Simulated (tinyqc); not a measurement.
Comparisons within one model: exciton in an atomically thin sheet (Rytova-Keldysh potential). A value that a table varies takes the place of the one given here.

Relative motion in the plane with V(k) = -2 pi q/(k (kap + r0 k)), q = e^2/(4 pi eps0), c = hbar^2/2m0. Normalised Gaussians exp(-a_i r^2): with A = a_i + a_j, S_ij = 2 sqrt(a_i a_j)/A, T_ij = (4c/mu)(a_i a_j/A) S_ij, V_ij = -q S_ij times the integral over k from 0 to infinity of exp(-k^2/4A)/(kap + r0 k).

Converged values use 20 Gaussians with exponents 2^i/b^2, i = -11 to 8, b the larger of a0 kap/(2 mu) and sqrt(a0 r0/mu), a0 = 0.5291772 angstrom; p states use r exp(i theta) exp(-a r^2).

Constants: hbar^2/2m0 = 3.80998211 eV angstrom^2; e^2/(4 pi eps0) = 14.39964547 eV angstrom; Ry = 13.60569312 eV.

Inputs chosen for the exercise (near those of a WS2 monolayer; not measured data):

| symbol | value | unit | meaning |
|---|---|---|---|
| r0 | 37.1 | angstrom | screening length of the sheet |
| kaps | (1, 2, 3, 4, 6, 9, 15) |  | surroundings |
| me | 0.306 | m0 | electron mass |
| mh | 0.425 | m0 | hole mass |
| kap | 4.5 |  | mean dielectric constant of the surroundings |
| Eg | 2.192 | eV | gap, in these surroundings |

## Dielectric surroundings

mu = 0.177907 m0

Converged 1s and 2s bindings; the hydrogen value is 4 Ry mu/kap^2.

Bindings (meV):

| kap | 1s | 2s | 2s line - 1s line | hydrogen 1s | 1s/2s |
|---|---|---|---|---|---|
| 1.00 | 548.0 | 236.4 | 311.5 | 9682 | 2.32 |
| 2.00 | 346.8 | 112.2 | 234.6 | 2421 | 3.09 |
| 3.00 | 248.2 | 65.5 | 182.7 | 1076 | 3.79 |
| 4.00 | 188.6 | 42.8 | 145.8 | 605 | 4.40 |
| 6.00 | 120.6 | 22.3 | 98.3 | 269 | 5.40 |
| 9.00 | 71.4 | 11.1 | 60.3 | 120 | 6.44 |
| 15.0 | 33.0 | 4.4 | 28.7 | 43 | 7.56 |

What can be read from the table?

The 1s binding falls by a factor 16.6 where the hydrogen model gives 225; the local exponent d ln E/d ln kap moves from -0.66 to -1.51, towards -2. The ratio 1s/2s climbs from 2.3 to 7.6, towards the hydrogen value 9, as r0/kap shrinks from 37.1 to 2.5 angstrom.

## What each parameter does

1/mu = 1/me + 1/mh; converged values. Eg is held fixed when kap or r0 changes: the shrinking of the gap by stronger screening, which offsets most of the shift of the 1s line, is left out. Each row changes one parameter from the base and keeps the others.

Results:

| case | 1s binding (meV) | 2s - 1s (meV) | 2s - 2p (meV) | 1s line (eV) |
|---|---|---|---|---|
| base | 166.9 | 131.3 | 9.9 | 2.025 |
| me = 0.367 m0 | 176.1 | 137.5 | 11.0 | 2.016 |
| mh = 0.34 m0 | 158.2 | 125.3 | 9.0 | 2.034 |
| kap = 7.2 | 96.2 | 79.9 | 3.4 | 2.096 |
| r0 = 44.5 angstrom | 153.0 | 118.7 | 9.9 | 2.039 |
| Eg = 2.3 eV | 166.9 | 131.3 | 9.9 | 2.133 |

What does this show?

The largest shifts from the base row, up to three for each result and ties (the steps differ in size, so this ranks the rows, not the parameters). 1s binding (meV): kap -70.7, r0 -13.9, me +9.2; unchanged at the printed digits by Eg. 2s - 1s (meV): kap -51.4, r0 -12.5, me +6.2; unchanged at the printed digits by Eg. 2s - 2p (meV): kap -6.5, me +1.0, mh -0.9; unchanged at the printed digits by r0 and Eg. 1s line (eV): Eg +0.108, kap +0.071, r0 +0.014.

Program tinyqc; command `OMP_NUM_THREADS=1 python tinyqc.py 1250534 1250535 out.jsonl`; about 0.03 s on one thread of a shared Intel(R) Xeon(R) Processor @ 2.30GHz.
